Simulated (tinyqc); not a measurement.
## Junctionless gate-all-around wire, depletion approximation: effect of the insulator thickness on the threshold

A uniformly doped n-type wire of radius R under a surrounding gate; long channel. Below flat band a shell from radius rc to R is fully depleted and the neutral core, at channel potential V (0 at the source, Vd at the drain), carries the current with constant mobility; s = (rc/R)^2 is the share of the cross-section that conducts. The edge of the depleted shell is taken as abrupt, so there is no subthreshold current.

Cox = eps0 eox/(R ln(1 + tox/R)); A = q Nd R^2/(4 eps0 eps_r); B = q Nd R/(2 Cox); VT = Vfb - A - B. The flat-band conductance is G0 = q mu Nd pi R^2/L.

Inputs (values chosen for the exercise); material values those of a made-up semiconductor: relative permittivity of the semiconductor eps_r = 12.4; relative permittivity of the gate insulator eox = 7.5; wire radius R = 10 nm; donor density Nd = 2.7e18 cm^-3; flat-band voltage Vfb = 0.31 V; effective mobility in the wire mu = 33 cm^2/(V s); gate length L = 1 um.

Constants: q = 1.602176634e-19 C, eps0 = 8.8541878128e-14 F/cm where lengths are in cm. Results are converted to the units shown.

The same in every row: A (V) = 0.09850; G0 (uS) = 0.4485.

Results:
```
tox (nm)  Cox (uF/cm^2)    B (V)    VT (V)
2.3               3.208  0.06743    0.1441
3.4               2.269  0.09533    0.1162
4.9               1.665   0.1299   0.08161
7                 1.251   0.1728   0.03867
10               0.9580   0.2258  -0.01427
21               0.5869   0.3685   -0.1570
```

Estimate the missing row, tox = 15 nm.

Computed row:
```
tox (nm)  Cox (uF/cm^2)   B (V)    VT (V)
15               0.7247  0.2984  -0.08695
```

With this row back in the table: As tox goes from 2.3 to 21 nm, VT falls from 0.144 to -0.157 V and G0 stays at 0.448 uS. A + B goes on average as tox^(0.47). The device is normally off (VT > 0) in 4 of the 7 rows.

tinyqc, about 0.01 s, one thread, Intel Xeon 2.30GHz (shared host): `OMP_NUM_THREADS=1 python tinyqc.py 2460121 2460122 out.jsonl`
